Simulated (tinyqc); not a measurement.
Floating body of a partially depleted SOI transistor: body voltage and kink: one step of the calculation.

Source at 0 V. Channel current Ic = 2 nf K Vt^2 [F(0) - F(Vd)](1 + la Vd), F(V) = ln^2(1 + exp((Vg - VT - nf V)/(2 nf Vt))), VT = VT0 - gb Vb. Saturation voltage Vs = 2 Vt sqrt(F(0)) + 3 Vt, excess Ve = (Vd - Vs + sqrt((Vd - Vs)^2 + 0.0004 V^2))/2, multiplication M1 = Ai Ve exp(-Bl/Ve). Each junction passes D(v) = J1 (exp(v/Vt) - 1) + J2 (exp(v/(2 Vt)) - 1). Bipolar current Ib = bb J1 (exp(Vb/Vt) - 1). The body settles where M1 (Ic + Ib) = D(Vb) + D(Vb - Vd) + Vb/Rb; drain current Id = (1 + M1)(Ic + Ib) - D(Vb - Vd).

Task. New Vb. Current into the body I_in = M1 (Ic + Ib) - D(Vb - Vd), current out I_out = D(Vb) + Vb/Rb; f = ln(I_in/I_out), s = df/dVb by central differences over 1e-5 V, Vb(new) = Vb - f/s.

Values chosen for this exercise; values of the order met in partially depleted silicon-on-insulator transistors: temperature T = 330 K; threshold at zero body voltage VT0 = 0.47 V; fall of the threshold per volt of body voltage gb = 0.33; slope factor nf = 1.19; gain factor per width K = 590 uA/(V^2 um); channel-length modulation factor la = 0.03 1/V; impact-ionisation prefactor Ai = 3.9 1/V; impact-ionisation voltage Bl = 7.3 V; diffusion saturation current of each junction J1 = 3.7e-11 uA/um; recombination saturation current of each junction J2 = 2.2e-7 uA/um; gain of the lateral bipolar transistor on the diffusion current bb = 1; resistance of a weak body tie to the source (1e9 stands for no tie, and the term is then dropped) Rb = 70000 kohm um; gate voltage Vg = 0.94 V; drain voltage Vd = 2.3 V.

Constants: q = 1.602176634e-19 C, kB = 1.380649e-23 J/K, Vt = kB T/q. Results are converted to the units shown.

Vb after iteration 2 = 0.75347014 V

Find: Ic; Ve; M1; I_in; I_out; f; s; Vb after iteration 3.

Result.

Ic = 136.9 uA/um
Ve = 1.611 V
M1 = 0.06761
I_in = 10.06 uA/um
I_out = 12.03 uA/um
f = -0.1789
s = -32.25 1/V
Vb after iteration 3 = 0.7479 V

Range of the model: The multiplication law is an empirical form chosen for the exercise; self-heating and capacitive coupling to the body are left out, and the linear laws are rough once Vb passes about 0.7 V or M1 about 0.1.

Computed by the program tinyqc: `OMP_NUM_THREADS=1 python tinyqc.py 2182068 2182069 out.jsonl`, one thread of a shared Intel Xeon 2.30GHz, about 0.2 s for the whole run.
